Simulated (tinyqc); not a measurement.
# Born-von Karman spring model of a cubic crystal with one atom per cell, step by step

A worked calculation. Computed by tinyqc, a small Python program that keeps every step. Command: `OMP_NUM_THREADS=1 python tinyqc.py 3000862 3000863 out.jsonl springs walk`. One thread of a shared host (Intel(R) Xeon(R) Processor @ 2.30GHz), about 0.1 s of CPU time with the checks. Intermediate numbers are printed to about 7 digits and carried at full precision; extremes and crossings named in words are read from the listed rows.

First neighbours lie at a/2 (1,1,0) (12 of them), second at a (1,0,0) (6), with all permutations and signs; the volume per atom is Omega = a^3/4. Two shells of springs match a real metal only roughly, above all at the zone boundary.

Inputs (values chosen for the exercise, modelled on copper):
```
quantity                value           unit
lattice constant a       3.61       angstrom
atomic mass M           63.55              u
radial spring k1L        1.67  eV/angstrom^2
transverse spring k1T  -0.077  eV/angstrom^2
radial spring k2L       0.017  eV/angstrom^2
transverse spring k2T  -0.011  eV/angstrom^2
mesh divisions n           10              -
temperature T             200              K
```

Lattice: fcc.

wave vector q (2 pi/a): 0.89  0.44  0

Constants: nu for 1 eV/(angstrom^2 u) = 15.6333042 THz; 1 eV/angstrom^3 = 160.2176634 GPa; u = 1.6605390666e-27 kg; h x 1 THz = 4.135667696 meV; k_B = 8.617333262e-05 eV/K; hbar^2/u = 4.18015928e-03 eV angstrom^2; hbar = 1.054571817e-34 J s; k_B = 1.380649e-23 J/K.

## Dynamical matrix at q

A neighbour at R with unit vector n couples by the matrix K(R) = kL n n^T + kT (1 - n n^T), and D(q) = (1/M) sum_R K(R) [1 - cos(q.R)].

D(q) (eV/(angstrom^2 u)):
```
           x          y          z
x  0.1517924  0.0182940  0.0000000
y  0.0182940  0.0912585  0.0000000
z  0.0000000  0.0000000  0.1315947
```

## Frequencies and polarisations

Diagonalise D. An eigenvalue lambda of D in eV/(angstrom^2 u) gives nu = 15.6333042 THz x sqrt(lambda). Eigenvectors are columns, with the largest component positive; the longitudinal weight is (e.q)^2/q^2.

eigenvalues (eV/(angstrom^2 u)): 0.0861594  0.1315947  0.1568916

frequencies (THz): 4.588831  5.671135  6.192280

polarisation vectors:
```
      mode 1    mode 2    mode 3
x  -0.268497  0.000000  0.963280
y   0.963280  0.000000  0.268497
z   0.000000  1.000000  0.000000
```

longitudinal weights: 0.0346768  0.0000000  0.9653232

Mode 3 is the most longitudinal, with weight 0.97.

## Elastic constants from long waves

[ij,kl] = (1/(2 Omega)) sum_R K_ij R_k R_l; C11 = [xx,xx], C44 = [xx,yy], C12 = 2 [xy,xy] - C44; B = (C11 + 2 C12)/3; Zener ratio A = 2 C44/(C11 - C12). K(R) = kL n n^T + kT (1 - n n^T).

C11 = 144.4178 GPa

C12 = 93.15703 GPa

C44 = 61.91237 GPa

bulk modulus B = 110.2440 GPa

Zener ratio A = 2.415584

C12 - C44 = 31.24 GPa: the Cauchy relation fails because sum_R kT R^2 is not zero; a negative sum gives a positive Cauchy pressure.

## Sound velocities

rho = M/Omega and v = sqrt(C/rho), with C = C11, C44, C44 along [100]; (C11 + C12 + 2 C44)/2, C44, (C11 - C12)/2 along [110]; (C11 + 2 C12 + 4 C44)/3 and twice (C11 - C12 + C44)/3 along [111].

density rho = 8972.285 kg/m^3

Velocities (m/s):
```
direction  longitudinal  transverse 1  transverse 2
[100]          4011.981      2626.862      2626.862
[110]          4487.736      2626.862      1690.153
[111]          4635.483      2050.499      2050.499
```

Along [110] the two transverse waves differ by a factor sqrt(2 C44/(C11 - C12)) = 1.554.

## Frequencies at the zone boundary

The formulas are those given above.

Frequencies (THz) at points given in 2 pi/a:
```
point                  nu 1      nu 2      nu 3
X (1, 0, 0)        4.704932  4.704932  7.000771
L (0.5, 0.5, 0.5)  3.131577  3.131577  7.079434
W (1, 0.5, 0)      4.732642  5.950158  5.950158
K (0.75, 0.75, 0)  4.283513  5.637880  6.408733
```

## Highest frequency at X

Take the highest frequency at X = (1, 0, 0) (2 pi/a).

highest frequency at X = 7.000771 THz

## Dispersion against the sound-wave line

The last column divides the top branch by the straight line with its slope at G. End points in 2 pi/a: X = (1, 0, 0), L = (0.5, 0.5, 0.5).

Frequencies (THz) along two lines:
```
line  fraction of the way      nu 1      nu 2      nu 3  nu 3 / linear
G-X                  0.10  0.724953  0.724953  1.106504      0.9956381
G-X                  0.25  1.776849  1.776849  2.703372      0.9730031
G-X                  0.40  2.737678  2.737678  4.143592      0.9321061
G-X                  0.55  3.554514  3.554514  5.347336      0.8748289
G-X                  0.70  4.178895  4.178895  6.251438      0.8035820
G-X                  0.85  4.571122  4.571122  6.811297      0.7210398
G-X                  1.00  4.704932  4.704932  7.000771      0.6299328
G-L                  0.10  0.489887  0.489887  1.107467      0.9958927
G-L                  0.25  1.198403  1.198403  2.709182      0.9744954
G-L                  0.40  1.840695  1.840695  4.161187      0.9354893
G-L                  0.55  2.381270  2.381270  5.383244      0.8801627
G-L                  0.70  2.790256  2.790256  6.307822      0.8103320
G-L                  0.85  3.045051  3.045051  6.883829      0.7282705
G-L                  1.00  3.131577  3.131577  7.079434      0.6366198
```

Along G-X the top branch ends at 63 % of its linear extrapolation, near the 2/pi = 64 % of a chain with one spring. Along G-L the top branch ends at 64 % of its linear extrapolation, which is the 2/pi of a pure sine: planes normal to this line couple to their next planes alone. A Debye model keeps the straight line throughout.

## Thermal sums on a mesh

Mesh: q = sum_i (m_i + 1/2)/n b_i, m_i = 0..n-1, with b = [[-1, 1, 1], [1, -1, 1], [1, 1, -1]] in 2 pi/a; sums are averages over the n^3 points, per atom. With x = h nu/(k_B T) and n = 1/(exp(x) - 1) for each mode: F = k_B T [x/2 + ln(1 - exp(-x))], U = k_B T x (n + 1/2), S/k_B = x n - ln(1 - exp(-x)), C/k_B = x^2 n (n + 1). <u_x^2> = (1/3) sum over modes of hbar^2/(2 M h nu) coth(x/2); zero-point energy = sum h nu/2. <u_x^2> converges slowly with the mesh, from below, with an error of order 1/n.

free energy F = 5.293084 meV/atom

energy U = 57.31959 meV/atom

entropy S = 3.018712 k_B/atom

heat capacity C = 2.691981 k_B/atom

<u_x^2> = 0.005368754 angstrom^2

zero-point energy = 28.64025 meV/atom

C is 90 % of the classical 3 k_B, and the zero-point energy is 50 % of U.

## Debye temperature from the elastic constants

Christoffel matrix G_xx = C11 n_x^2 + C44 (1 - n_x^2), G_xy = (C12 + C44) n_x n_y, with eigenvalues rho v^2; v_m^-3 is the mean of v^-3 over three branches and all directions (12 Gauss-Legendre points in cos(theta) times 24 angles phi = (j + 1/2) pi/12); q_D = (6 pi^2/Omega)^(1/3); Theta = hbar v_m q_D/k_B.

mean velocity v_m = 2436.478 m/s

Debye wave number q_D = 1.713943 1/angstrom

elastic Debye temperature = 318.9715 K

## Full spectrum, Debye and Einstein heat capacities

Mesh: q = sum_i (m_i + 1/2)/n b_i, m_i = 0..n-1, with b = [[-1, 1, 1], [1, -1, 1], [1, 1, -1]] in 2 pi/a; sums are averages over the n^3 points (here n = 14), per atom. Debye: C = 9 k_B (T/Theta)^3 int_0^(Theta/T) x^4 e^x/(e^x - 1)^2 dx with the elastic Theta. Einstein: three modes at the root-mean-square frequency. The last column is the Theta that makes the Debye formula give the full C at that T.

root-mean-square frequency = 4.825188 THz

Heat capacity (k_B/atom):
```
T (K)  full spectrum     Debye  Einstein  Theta from C (K)
38          0.481944  0.366355  0.252519          286.1085
57          1.076640  0.910564  0.881902          289.7361
80          1.663300  1.514940  1.558156          293.2135
110         2.144697  2.038402  2.100220          295.5842
160         2.539891  2.479153  2.526914          297.2581
240         2.780645  2.750892  2.777696          298.1779
320         2.873417  2.856094  2.872436          298.5145
480         2.942684  2.934792  2.942483          298.7597
```

The apparent Theta runs from 286 to 299 K against the elastic 319 K; at high T it tends to sqrt(5/3) h nu_rms/k_B = 299 K. At the lowest T the Debye value is 0.76 and the Einstein value 0.52 times the full one; dispersion bends the branches below the sound lines, so the real spectrum has more low modes than Debye assumes. At the highest T Debye misses by 0.27 % and Einstein by 0.0068 %.

Checks made by the program: slopes of the dispersion along [110] against the sound velocities (relative difference 2e-08); F = U - T S (relative difference 1e-10).
